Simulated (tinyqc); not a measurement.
Worked calculation (part 1 of 2): coupled-perturbed Hartree-Fock on RHF in the 6-31g basis, for H4, spin multiplicity 1. Computed by tinyqc, a small Python program that keeps every step (integrals from PySCF). Settings: charge = 0, multiplicity = 1, basis = 6-31g, method = RHF, energy threshold = 1e-10, iteration cap = 84, orthogonalisation = canonical, start = core, DIIS depth = 6. Command: `OMP_NUM_THREADS=1 python tinyqc.py 31288 31289 out.jsonl` (the two numbers bound the seeds that draw the settings). One thread of a shared host (Intel(R) Xeon(R) Processor @ 2.60GHz), about 0.1 s of CPU time with the checks. The early iterations of the SCF are left out here.

## One-electron integrals

Geometry (angstrom):
```
atom         x         y         z
H     0.000000  0.000000  0.000000
H     0.000000  0.000000  0.809000
H     0.000000  1.251000  0.000000
H     0.000000  1.251000  0.809000
```

Basis 6-31g: exponents (1/bohr^2) and contraction coefficients of normalised primitives:
```
element  l (shell)   exponent  coefficient
H            s (1)  18.731137     0.033495
H            s (1)   2.825394     0.234727
H            s (1)   0.640122     0.813757
H            s (2)   0.161278     1.000000
```

Overlap, kinetic and nuclear-attraction integrals over the contracted functions; the nuclear repulsion is the sum of Za Zb / Rab.

nuclear repulsion = 2.86463609 hartree

overlap S:
```
          1H 1s     1H 2s     2H 1s     2H 2s     3H 1s     3H 2s     4H 1s     4H 2s
1H 1s  1.000000  0.658292  0.395350  0.484161  0.125224  0.315921  0.056655  0.232516
1H 2s  0.658292  1.000000  0.484161  0.828226  0.315921  0.637202  0.232516  0.527748
2H 1s  0.395350  0.484161  1.000000  0.658292  0.056655  0.232516  0.125224  0.315921
2H 2s  0.484161  0.828226  0.658292  1.000000  0.232516  0.527748  0.315921  0.637202
3H 1s  0.125224  0.315921  0.056655  0.232516  1.000000  0.658292  0.395350  0.484161
3H 2s  0.315921  0.637202  0.232516  0.527748  0.658292  1.000000  0.484161  0.828226
4H 1s  0.056655  0.232516  0.125224  0.315921  0.395350  0.484161  1.000000  0.658292
4H 2s  0.232516  0.527748  0.315921  0.637202  0.484161  0.828226  0.658292  1.000000
```

kinetic energy T (hartree):
```
           1H 1s     1H 2s      2H 1s     2H 2s      3H 1s     3H 2s      4H 1s     4H 2s
1H 1s   1.395678  0.259735   0.162694  0.151645  -0.042622  0.063380  -0.046643  0.027919
1H 2s   0.259735  0.241917   0.151645  0.175187   0.063380  0.107836   0.027919  0.073271
2H 1s   0.162694  0.151645   1.395678  0.259735  -0.046643  0.027919  -0.042622  0.063380
2H 2s   0.151645  0.175187   0.259735  0.241917   0.027919  0.073271   0.063380  0.107836
3H 1s  -0.042622  0.063380  -0.046643  0.027919   1.395678  0.259735   0.162694  0.151645
3H 2s   0.063380  0.107836   0.027919  0.073271   0.259735  0.241917   0.151645  0.175187
4H 1s  -0.046643  0.027919  -0.042622  0.063380   0.162694  0.151645   1.395678  0.259735
4H 2s   0.027919  0.073271   0.063380  0.107836   0.151645  0.175187   0.259735  0.241917
```

nuclear attraction V (hartree):
```
           1H 1s      1H 2s      2H 1s      2H 2s      3H 1s      3H 2s      4H 1s      4H 2s
1H 1s  -3.079242  -1.664196  -1.186645  -1.262058  -0.339259  -0.815674  -0.159577  -0.619688
1H 2s  -1.664196  -1.896806  -1.262058  -1.634503  -0.815674  -1.288890  -0.619688  -1.112414
2H 1s  -1.186645  -1.262058  -3.079242  -1.664196  -0.159577  -0.619688  -0.339259  -0.815674
2H 2s  -1.262058  -1.634503  -1.664196  -1.896806  -0.619688  -1.112414  -0.815674  -1.288890
3H 1s  -0.339259  -0.815674  -0.159577  -0.619688  -3.079242  -1.664196  -1.186645  -1.262058
3H 2s  -0.815674  -1.288890  -0.619688  -1.112414  -1.664196  -1.896806  -1.262058  -1.634503
4H 1s  -0.159577  -0.619688  -0.339259  -0.815674  -1.186645  -1.262058  -3.079242  -1.664196
4H 2s  -0.619688  -1.112414  -0.815674  -1.288890  -1.262058  -1.634503  -1.664196  -1.896806
```

core Hamiltonian H = T + V (hartree):
```
           1H 1s      1H 2s      2H 1s      2H 2s      3H 1s      3H 2s      4H 1s      4H 2s
1H 1s  -1.683564  -1.404461  -1.023951  -1.110413  -0.381881  -0.752294  -0.206220  -0.591769
1H 2s  -1.404461  -1.654889  -1.110413  -1.459315  -0.752294  -1.181054  -0.591769  -1.039143
2H 1s  -1.023951  -1.110413  -1.683564  -1.404461  -0.206220  -0.591769  -0.381881  -0.752294
2H 2s  -1.110413  -1.459315  -1.404461  -1.654889  -0.591769  -1.039143  -0.752294  -1.181054
3H 1s  -0.381881  -0.752294  -0.206220  -0.591769  -1.683564  -1.404461  -1.023951  -1.110413
3H 2s  -0.752294  -1.181054  -0.591769  -1.039143  -1.404461  -1.654889  -1.110413  -1.459315
4H 1s  -0.206220  -0.591769  -0.381881  -0.752294  -1.023951  -1.110413  -1.683564  -1.404461
4H 2s  -0.591769  -1.039143  -0.752294  -1.181054  -1.110413  -1.459315  -1.404461  -1.654889
```

## Two-electron integrals

Functions are numbered as in S; the eight-fold symmetry (ij|kl) = (ji|kl) = (kl|ij) leaves the list below.

Two-electron integrals (ij|kl) in chemists' order, unique and non-zero (hartree):
```
(11|11) 1.076566   (21|11) 0.578470   (21|21) 0.329423   (22|11) 0.587396
(22|21) 0.361304   (22|22) 0.453150   (31|11) 0.345451   (31|21) 0.197752
(31|22) 0.217611   (31|31) 0.149429   (32|11) 0.316671   (32|21) 0.193281
(32|22) 0.235924   (32|31) 0.153514   (32|32) 0.177177   (33|11) 0.619983
(33|21) 0.386528   (33|22) 0.483544   (33|31) 0.345451   (33|32) 0.417999
(33|33) 1.076566   (41|11) 0.417999   (41|21) 0.239013   (41|22) 0.263842
(41|31) 0.153514   (41|32) 0.153421   (41|33) 0.316671   (41|41) 0.177177
(42|11) 0.461911   (42|21) 0.285948   (42|22) 0.363848   (42|31) 0.189387
(42|32) 0.215734   (42|33) 0.461911   (42|41) 0.215734   (42|42) 0.310843
(43|11) 0.386528   (43|21) 0.240424   (43|22) 0.304265   (43|31) 0.197752
(43|32) 0.239013   (43|33) 0.578470   (43|41) 0.193281   (43|42) 0.285948
(43|43) 0.329423   (44|11) 0.483544   (44|21) 0.304265   (44|22) 0.402114
(44|31) 0.217611   (44|32) 0.263842   (44|33) 0.587396   (44|41) 0.235924
(44|42) 0.363848   (44|43) 0.361304   (44|44) 0.453150   (51|11) 0.091366
(51|21) 0.054553   (51|22) 0.064165   (51|31) 0.031856   (51|32) 0.032465
(51|33) 0.063472   (51|41) 0.039611   (51|42) 0.050795   (51|43) 0.040581
(51|44) 0.054141   (51|51) 0.014269   (52|11) 0.157096   (52|21) 0.099941
(52|22) 0.133291   (52|31) 0.058136   (52|32) 0.064347   (52|33) 0.127248
(52|41) 0.072922   (52|42) 0.106559   (52|43) 0.082614   (52|44) 0.116600
(52|51) 0.029429   (52|52) 0.074889   (53|11) 0.036457   (53|21) 0.022449
(53|22) 0.027655   (53|31) 0.015729   (53|32) 0.017427   (53|33) 0.037150
(53|41) 0.017292   (53|42) 0.023981   (53|43) 0.022691   (53|44) 0.027726
(53|51) 0.005679   (53|52) 0.012135   (53|53) 0.002886   (54|11) 0.114623
(54|21) 0.072998   (54|22) 0.097601   (54|31) 0.044281   (54|32) 0.049849
(54|33) 0.099972   (54|41) 0.054053   (54|42) 0.080113   (54|43) 0.064551
(54|44) 0.089608   (54|51) 0.021358   (54|52) 0.054388   (54|53) 0.009391
(54|54) 0.040373   (55|11) 0.421414   (55|21) 0.274794   (55|22) 0.388164
(55|31) 0.158223   (55|32) 0.180166   (55|33) 0.354961   (55|41) 0.200715
(55|42) 0.310700   (55|43) 0.233028   (55|44) 0.341450   (55|51) 0.091366
(55|52) 0.266187   (55|53) 0.037150   (55|54) 0.192547   (55|55) 1.076566
(61|11) 0.266187   (61|21) 0.153055   (61|22) 0.170458   (61|31) 0.091589
(61|32) 0.090441   (61|33) 0.180556   (61|41) 0.111096   (61|42) 0.135000
(61|43) 0.112756   (61|44) 0.143924   (61|51) 0.029429   (61|52) 0.055619
(61|53) 0.012035   (61|54) 0.040562   (61|55) 0.157096   (61|61) 0.074889
(62|11) 0.331845   (62|21) 0.207099   (62|22) 0.268451   (62|31) 0.123898
(62|32) 0.136682   (62|33) 0.278511   (62|41) 0.151336   (62|42) 0.215942
(62|43) 0.177050   (62|44) 0.239912   (62|51) 0.045774   (62|52) 0.105472
(62|53) 0.019673   (62|54) 0.077113   (62|55) 0.331845   (62|61) 0.105472
(62|62) 0.183991   (63|11) 0.147584   (63|21) 0.090548   (63|22) 0.111639
(63|31) 0.071052   (63|32) 0.082400   (63|33) 0.192547   (63|41) 0.071728
(63|42) 0.101905   (63|43) 0.111147   (63|44) 0.124563   (63|51) 0.017193
(63|52) 0.035058   (63|53) 0.009391   (63|54) 0.027386   (63|55) 0.099972
(63|61) 0.044287   (63|62) 0.069365   (63|63) 0.040373   (64|11) 0.262294
(64|21) 0.164555   (64|22) 0.215942   (64|31) 0.107322   (64|32) 0.123898
(64|33) 0.262294   (64|41) 0.123898   (64|42) 0.184146   (64|43) 0.164555
(64|44) 0.215942   (64|51) 0.036073   (64|52) 0.083635   (64|53) 0.017114
(64|54) 0.063134   (64|55) 0.262294   (64|61) 0.083635   (64|62) 0.147732
(64|63) 0.063134   (64|64) 0.126210   (65|11) 0.274794   (65|21) 0.178070
(65|22) 0.249336   (65|31) 0.103357   (65|32) 0.117579   (65|33) 0.233028
(65|41) 0.130130   (65|42) 0.200105   (65|43) 0.152458   (65|44) 0.221333
(65|51) 0.054553   (65|52) 0.153055   (65|53) 0.022691   (65|54) 0.111147
(65|55) 0.578470   (65|61) 0.099941   (65|62) 0.207099   (65|63) 0.064551
(65|64) 0.164555   (65|65) 0.329423   (66|11) 0.388164   (66|21) 0.249336
(66|22) 0.347121   (66|31) 0.147516   (66|32) 0.168978   (66|33) 0.341450
(66|41) 0.182503   (66|42) 0.280607   (66|43) 0.221333   (66|44) 0.316187
(66|51) 0.064165   (66|52) 0.170458   (66|53) 0.027726   (66|54) 0.124563
(66|55) 0.587396   (66|61) 0.133291   (66|62) 0.268451   (66|63) 0.089608
(66|64) 0.215942   (66|65) 0.361304   (66|66) 0.453150   (71|11) 0.037150
(71|21) 0.022691   (71|22) 0.027726   (71|31) 0.015729   (71|32) 0.017292
(71|33) 0.036457   (71|41) 0.017427   (71|42) 0.023981   (71|43) 0.022449
(71|44) 0.027655   (71|51) 0.005679   (71|52) 0.012035   (71|53) 0.002882
(71|54) 0.009335   (71|55) 0.036457   (71|61) 0.012135   (71|62) 0.019673
(71|63) 0.009335   (71|64) 0.017114   (71|65) 0.022449   (71|66) 0.027655
(71|71) 0.002886   (72|11) 0.099972   (72|21) 0.064551   (72|22) 0.089608
(72|31) 0.044281   (72|32) 0.054053   (72|33) 0.114623   (72|41) 0.049849
(72|42) 0.080113   (72|43) 0.072998   (72|44) 0.097601   (72|51) 0.017193
(72|52) 0.044287   (72|53) 0.009335   (72|54) 0.035176   (72|55) 0.147584
(72|61) 0.035058   (72|62) 0.069365   (72|63) 0.030110   (72|64) 0.063134
(72|65) 0.090548   (72|66) 0.111639   (72|71) 0.009391   (72|72) 0.040373
(73|11) 0.063472   (73|21) 0.040581   (73|22) 0.054141   (73|31) 0.031856
(73|32) 0.039611   (73|33) 0.091366   (73|41) 0.032465   (73|42) 0.050795
(73|43) 0.054553   (73|44) 0.064165   (73|51) 0.009312   (73|52) 0.021226
(73|53) 0.005679   (73|54) 0.017193   (73|55) 0.063472   (73|61) 0.021226
(73|62) 0.037966   (73|63) 0.021358   (73|64) 0.036073   (73|65) 0.040581
(73|66) 0.054141   (73|71) 0.005679   (73|72) 0.021358   (73|73) 0.014269
(74|11) 0.127248   (74|21) 0.082614   (74|22) 0.116600   (74|31) 0.058136
(74|32) 0.072922   (74|33) 0.157096   (74|41) 0.064347   (74|42) 0.106559
(74|43) 0.099941   (74|44) 0.133291   (74|51) 0.021226   (74|52) 0.055046
(74|53) 0.012035   (74|54) 0.044287   (74|55) 0.180556   (74|61) 0.044429
(74|62) 0.089466   (74|63) 0.040562   (74|64) 0.083635   (74|65) 0.112756
(74|66) 0.143924   (74|71) 0.012135   (74|72) 0.054388   (74|73) 0.029429
(74|74) 0.074889   (75|11) 0.158223   (75|21) 0.103357   (75|22) 0.147516
(75|31) 0.065235   (75|32) 0.077998   (75|33) 0.158223   (75|41) 0.077998
(75|42) 0.126291   (75|43) 0.103357   (75|44) 0.147516   (75|51) 0.031856
(75|52) 0.091589   (75|53) 0.015729   (75|54) 0.071052   (75|55) 0.345451
(75|61) 0.058136   (75|62) 0.123898   (75|63) 0.044281   (75|64) 0.107322
(75|65) 0.197752   (75|66) 0.217611   (75|71) 0.015729   (75|72) 0.071052
(75|73) 0.031856   (75|74) 0.091589   (75|75) 0.149429   (76|11) 0.180166
(76|21) 0.117579   (76|22) 0.168978   (76|31) 0.077998   (76|32) 0.096215
(76|33) 0.200715   (76|41) 0.090036   (76|42) 0.149869   (76|43) 0.130130
(76|44) 0.182503   (76|51) 0.032465   (76|52) 0.090441   (76|53) 0.017292
(76|54) 0.071728   (76|55) 0.316671   (76|61) 0.064347   (76|62) 0.136682
(76|63) 0.054053   (76|64) 0.123898   (76|65) 0.193281   (76|66) 0.235924
(76|71) 0.017427   (76|72) 0.082400   (76|73) 0.039611   (76|74) 0.111096
(76|75) 0.153514   (76|76) 0.177177   (77|11) 0.354961   (77|21) 0.233028
(77|22) 0.341450   (77|31) 0.158223   (77|32) 0.200715   (77|33) 0.421414
(77|41) 0.180166   (77|42) 0.310700   (77|43) 0.274794   (77|44) 0.388164
(77|51) 0.063472   (77|52) 0.180556   (77|53) 0.036457   (77|54) 0.147584
(77|55) 0.619983   (77|61) 0.127248   (77|62) 0.278511   (77|63) 0.114623
(77|64) 0.262294   (77|65) 0.386528   (77|66) 0.483544   (77|71) 0.037150
(77|72) 0.192547   (77|73) 0.091366   (77|74) 0.266187   (77|75) 0.345451
(77|76) 0.417999   (77|77) 1.076566   (81|11) 0.192547   (81|21) 0.111147
(81|22) 0.124563   (81|31) 0.071052   (81|32) 0.071728   (81|33) 0.147584
(81|41) 0.082400   (81|42) 0.101905   (81|43) 0.090548   (81|44) 0.111639
(81|51) 0.021358   (81|52) 0.040562   (81|53) 0.009335   (81|54) 0.030110
(81|55) 0.114623   (81|61) 0.054388   (81|62) 0.077113   (81|63) 0.035176
(81|64) 0.063134   (81|65) 0.072998   (81|66) 0.097601   (81|71) 0.009391
(81|72) 0.027386   (81|73) 0.017193   (81|74) 0.035058   (81|75) 0.044281
(81|76) 0.049849   (81|77) 0.099972   (81|81) 0.040373   (82|11) 0.262294
(82|21) 0.164555   (82|22) 0.215942   (82|31) 0.107322   (82|32) 0.123898
(82|33) 0.262294   (82|41) 0.123898   (82|42) 0.184146   (82|43) 0.164555
(82|44) 0.215942   (82|51) 0.036073   (82|52) 0.083635   (82|53) 0.017114
(82|54) 0.063134   (82|55) 0.262294   (82|61) 0.083635   (82|62) 0.147732
(82|63) 0.063134   (82|64) 0.126210   (82|65) 0.164555   (82|66) 0.215942
(82|71) 0.017114   (82|72) 0.063134   (82|73) 0.036073   (82|74) 0.083635
(82|75) 0.107322   (82|76) 0.123898   (82|77) 0.262294   (82|81) 0.063134
(82|82) 0.126210   (83|11) 0.180556   (83|21) 0.112756   (83|22) 0.143924
(83|31) 0.091589   (83|32) 0.111096   (83|33) 0.266187   (83|41) 0.090441
(83|42) 0.135000   (83|43) 0.153055   (83|44) 0.170458   (83|51) 0.021226
(83|52) 0.044429   (83|53) 0.012135   (83|54) 0.035058   (83|55) 0.127248
(83|61) 0.055046   (83|62) 0.089466   (83|63) 0.054388   (83|64) 0.083635
(83|65) 0.082614   (83|66) 0.116600   (83|71) 0.012035   (83|72) 0.040562
(83|73) 0.029429   (83|74) 0.055619   (83|75) 0.058136   (83|76) 0.072922
(83|77) 0.157096   (83|81) 0.044287   (83|82) 0.083635   (83|83) 0.074889
(84|11) 0.278511   (84|21) 0.177050   (84|22) 0.239912   (84|31) 0.123898
(84|32) 0.151336   (84|33) 0.331845   (84|41) 0.136682   (84|42) 0.215942
(84|43) 0.207099   (84|44) 0.268451   (84|51) 0.037966   (84|52) 0.089466
(84|53) 0.019673   (84|54) 0.069365   (84|55) 0.278511   (84|61) 0.089466
(84|62) 0.163269   (84|63) 0.077113   (84|64) 0.147732   (84|65) 0.177050
(84|66) 0.239912   (84|71) 0.019673   (84|72) 0.077113   (84|73) 0.045774
(84|74) 0.105472   (84|75) 0.123898   (84|76) 0.151336   (84|77) 0.331845
(84|81) 0.069365   (84|82) 0.147732   (84|83) 0.105472   (84|84) 0.183991
(85|11) 0.200715   (85|21) 0.130130   (85|22) 0.182503   (85|31) 0.077998
(85|32) 0.090036   (85|33) 0.180166   (85|41) 0.096215   (85|42) 0.149869
(85|43) 0.117579   (85|44) 0.168978   (85|51) 0.039611   (85|52) 0.111096
(85|53) 0.017427   (85|54) 0.082400   (85|55) 0.417999   (85|61) 0.072922
(85|62) 0.151336   (85|63) 0.049849   (85|64) 0.123898   (85|65) 0.239013
(85|66) 0.263842   (85|71) 0.017292   (85|72) 0.071728   (85|73) 0.032465
(85|74) 0.090441   (85|75) 0.153514   (85|76) 0.153421   (85|77) 0.316671
(85|81) 0.054053   (85|82) 0.123898   (85|83) 0.064347   (85|84) 0.136682
(85|85) 0.177177   (86|11) 0.310700   (86|21) 0.200105   (86|22) 0.280607
(86|31) 0.126291   (86|32) 0.149869   (86|33) 0.310700   (86|41) 0.149869
(86|42) 0.238111   (86|43) 0.200105   (86|44) 0.280607   (86|51) 0.050795
(86|52) 0.135000   (86|53) 0.023981   (86|54) 0.101905   (86|55) 0.461911
(86|61) 0.106559   (86|62) 0.215942   (86|63) 0.080113   (86|64) 0.184146
(86|65) 0.285948   (86|66) 0.363848   (86|71) 0.023981   (86|72) 0.101905
(86|73) 0.050795   (86|74) 0.135000   (86|75) 0.189387   (86|76) 0.215734
(86|77) 0.461911   (86|81) 0.080113   (86|82) 0.184146   (86|83) 0.106559
(86|84) 0.215942   (86|85) 0.215734   (86|86) 0.310843   (87|11) 0.233028
(87|21) 0.152458   (87|22) 0.221333   (87|31) 0.103357   (87|32) 0.130130
(87|33) 0.274794   (87|41) 0.117579   (87|42) 0.200105   (87|43) 0.178070
(87|44) 0.249336   (87|51) 0.040581   (87|52) 0.112756   (87|53) 0.022449
(87|54) 0.090548   (87|55) 0.386528   (87|61) 0.082614   (87|62) 0.177050
(87|63) 0.072998   (87|64) 0.164555   (87|65) 0.240424   (87|66) 0.304265
(87|71) 0.022691   (87|72) 0.111147   (87|73) 0.054553   (87|74) 0.153055
(87|75) 0.197752   (87|76) 0.239013   (87|77) 0.578470   (87|81) 0.064551
(87|82) 0.164555   (87|83) 0.099941   (87|84) 0.207099   (87|85) 0.193281
(87|86) 0.285948   (87|87) 0.329423   (88|11) 0.341450   (88|21) 0.221333
(88|22) 0.316187   (88|31) 0.147516   (88|32) 0.182503   (88|33) 0.388164
(88|41) 0.168978   (88|42) 0.280607   (88|43) 0.249336   (88|44) 0.347121
(88|51) 0.054141   (88|52) 0.143924   (88|53) 0.027655   (88|54) 0.111639
(88|55) 0.483544   (88|61) 0.116600   (88|62) 0.239912   (88|63) 0.097601
(88|64) 0.215942   (88|65) 0.304265   (88|66) 0.402114   (88|71) 0.027726
(88|72) 0.124563   (88|73) 0.064165   (88|74) 0.170458   (88|75) 0.217611
(88|76) 0.263842   (88|77) 0.587396   (88|81) 0.089608   (88|82) 0.215942
(88|83) 0.133291   (88|84) 0.268451   (88|85) 0.235924   (88|86) 0.363848
(88|87) 0.361304   (88|88) 0.453150
```

## Orthogonalisation

S = U s U^T; canonical form X = U s^(-1/2), so that X^T S X = 1. Each column of U has its largest component positive (the first on a tie).

eigenvalues of S: 0.045539  0.153589  0.283749  0.452080  0.552862  0.800858  1.592998  4.118324

X:
```
               1          2          3          4          5          6          7         8
1H 1s  -0.426119  -0.566550  -0.505374   0.619102   0.661238   0.500607   0.333832  0.136491
1H 2s   2.303955   1.143126   0.790984  -0.411961   0.122297   0.248108   0.213291  0.205121
2H 1s   0.426119   0.566550  -0.505374   0.619102  -0.661238  -0.500607   0.333832  0.136491
2H 2s  -2.303955  -1.143126   0.790984  -0.411961  -0.122297  -0.248108   0.213291  0.205121
3H 1s   0.426119  -0.566550   0.505374   0.619102  -0.661238   0.500607  -0.333832  0.136491
3H 2s  -2.303955   1.143126  -0.790984  -0.411961  -0.122297   0.248108  -0.213291  0.205121
4H 1s  -0.426119   0.566550   0.505374   0.619102   0.661238  -0.500607  -0.333832  0.136491
4H 2s   2.303955  -1.143126  -0.790984  -0.411961   0.122297  -0.248108  -0.213291  0.205121
```

## Starting guess

The start is the orbitals of the core Hamiltonian; D = 2 C_occ C_occ^T.

D at the start:
```
           1H 1s      1H 2s      2H 1s      2H 2s      3H 1s      3H 2s      4H 1s      4H 2s
1H 1s   0.474154   0.157080   0.474154   0.157080  -0.089130  -0.061813  -0.089130  -0.061813
1H 2s   0.157080   0.054317   0.157080   0.054317  -0.061813  -0.030745  -0.061813  -0.030745
2H 1s   0.474154   0.157080   0.474154   0.157080  -0.089130  -0.061813  -0.089130  -0.061813
2H 2s   0.157080   0.054317   0.157080   0.054317  -0.061813  -0.030745  -0.061813  -0.030745
3H 1s  -0.089130  -0.061813  -0.089130  -0.061813   0.474154   0.157080   0.474154   0.157080
3H 2s  -0.061813  -0.030745  -0.061813  -0.030745   0.157080   0.054317   0.157080   0.054317
4H 1s  -0.089130  -0.061813  -0.089130  -0.061813   0.474154   0.157080   0.474154   0.157080
4H 2s  -0.061813  -0.030745  -0.061813  -0.030745   0.157080   0.054317   0.157080   0.054317
```
